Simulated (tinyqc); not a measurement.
Inside a calculation. Method: tight binding, honeycomb lattice. One step of it, computed by the program tinyqc.

Question. Levels at k. Diagonalise the Hermitian matrix.

H(k) at k (eV):
```
                     A                    B
A             3.347575  -2.143950+0.224636i
B  -2.143950-0.224636i            -3.299699
```

Give: eigenvalues; weights |c|^2 of the basis functions.

Answer.

eigenvalues (eV): -3.9376  3.9854

weights |c|^2 of the basis functions:
```
   band 1  band 2
A  0.0805  0.9195
B  0.9195  0.0805
```
